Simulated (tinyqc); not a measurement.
What each parameter does: shallow donor in an anisotropic valley (effective-mass theory).

One valley: H = -c [(d2/dx2 + d2/dy2)/mt + (d2/dz2)/ml] - q/(eps r), c = hbar^2/2m0, q = e^2/(4 pi eps0). Trial function exp(-sqrt((x^2 + y^2)/a^2 + z^2/b^2)) with a > b: T = (c/3)(2/(mt a^2) + 1/(ml b^2)), V = -(q/eps) atan(u/b)/u, u = sqrt(a^2 - b^2). The central cell of the impurity is left out.

Constants: hbar^2/2m0 = 3.80998211 eV angstrom^2; e^2/(4 pi eps0) = 14.39964547 eV angstrom.

Inputs chosen for the exercise (out of a larger set: near those of GaP; not measured data):
- ml = 1.951 m0 (longitudinal mass)
- mt = 0.257 m0 (transverse mass)
- eps = 11.3 (dielectric constant)

The minimum of the trial energy.

Results for these values:
```
case  E (meV)  a (angstrom)  b (angstrom)    b/a
base   -47.55         16.27          7.98  0.490
```

What happens to each result for eps = 12.4, all else kept?

Answer: E rises from -47.55 to -39.48; a rises from 16.27 to 17.86; b rises from 7.98 to 8.76; b/a does not change at the printed digits.

The same for each parameter in turn:
```
case           E (meV)  a (angstrom)  b (angstrom)    b/a
base            -47.55         16.27          7.98  0.490
ml = 1.561 m0   -45.26         16.81          8.90  0.530
mt = 0.231 m0   -43.71         17.84          8.43  0.472
eps = 12.4      -39.48         17.86          8.76  0.490
```

eps only rescales the solution (E as 1/eps^2, lengths as eps), so b/a depends on ml/mt alone.

Run: tinyqc, `OMP_NUM_THREADS=1 python tinyqc.py 1281872 1281873 out.jsonl`; Intel(R) Xeon(R) Processor @ 2.30GHz, one thread, shared host; about 0.01 s of CPU time with all checks.
